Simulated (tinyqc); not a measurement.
# From concentration in the oxide back to segregation coefficient m = C(silicon)/C(oxide)

Model: dopant redistribution at a moving silicon-oxide interface during parabolic oxidation. Computed by tinyqc, a small Python program. Command: `OMP_NUM_THREADS=1 python tinyqc.py 3028311 3028312 out.jsonl segox inv`. One thread of a shared host (Intel(R) Xeon(R) Processor @ 2.30GHz), about 0.01 s of CPU time with the checks.

Uniformly doped silicon is oxidised with x_ox = sqrt(B t); the interface advances into the silicon by alpha x_ox, alpha = 0.44. The dopant does not move in the oxide, and at the interface C(silicon) = m C(oxide).

Inputs (values chosen for the exercise, modelled on antimony in silicon under dry oxygen): dopant prefactor D0 = 5.06 cm^2/s; dopant activation energy E = 3.9 eV; oxidation prefactor B0 = 737 um^2/h; oxidation activation energy E_B = 1.24 eV; bulk doping C_B = 1.7e+17 1/cm^3; temperature T = 1150 C; time t = 2.2 h.

Constants: k_B = 8.617333262e-05 eV/K.

Method:
- D = D0 exp(-E/(k_B T)), converted with 1 cm^2/s = 3.6e11 um^2/h; B = B0 exp(-E_B/(k_B T)); s = alpha sqrt(B/(4 D)), the interface advance over 2 sqrt(D t).
- Temperatures in kelvin are T(C) + 273.15.
- With the dopant diffusivity D and s = alpha x_ox/(2 sqrt(D t)), in the silicon C = C_B + (C_s - C_B) erfc(y/(2 sqrt(D t)))/erfc(s), y from the original surface. Dopant balance at the interface gives C_s/C_B = 1/[1 + (1/(m alpha) - 1) g], g = sqrt(pi) s exp(s^2) erfc(s).

Problem. A run gave the result below. Find the segregation coefficient m = C(silicon)/C(oxide), known to lie between 12 and 19.

concentration in the oxide = 1.707449e+16 1/cm^3

Solution.

Each step takes the trial c = (a f_b - b f_a)/(f_b - f_a), f being the result less the target and a, b, c the logarithms of the listed values; c replaces end b, the old b replaces a if the sign of f changed, and otherwise f_a is halved.

Scan of the range:
```
segregation coefficient m = C(silicon)/C(oxide)  concentration in the oxide (1/cm^3)
12.0                                                                     1.90626e+16
13.0                                                                     1.77062e+16
14.0                                                                     1.65301e+16
15.1                                                                     1.54045e+16
16.3                                                                     1.43393e+16
17.6                                                                     1.33400e+16
19.0                                                                     1.24087e+16
```

False position (Illinois rule, in the logarithm of the input) inside the bracket:
```
step    end a    end b    trial  concentration in the oxide (1/cm^3)
1     13.0000  14.0000  13.5279                          1.70652e+16
2     13.0000  13.5279  13.5126                          1.70832e+16
3     13.5279  13.5126  13.5200                          1.70745e+16
4     13.5126  13.5200  13.5200                          1.70745e+16
```

Concentration in the oxide falls at every point of a 13-point scan of the range (every second point is shown), so one value fits; it is bracketed by 13.0 and 14.0. Answer: segregation coefficient m = C(silicon)/C(oxide) = 13.52.

Caution: parabolic growth needs an oxide much thicker than the Deal-Grove length A, which fails for thin films and low temperatures; oxidation-enhanced or retarded diffusion is ignored.
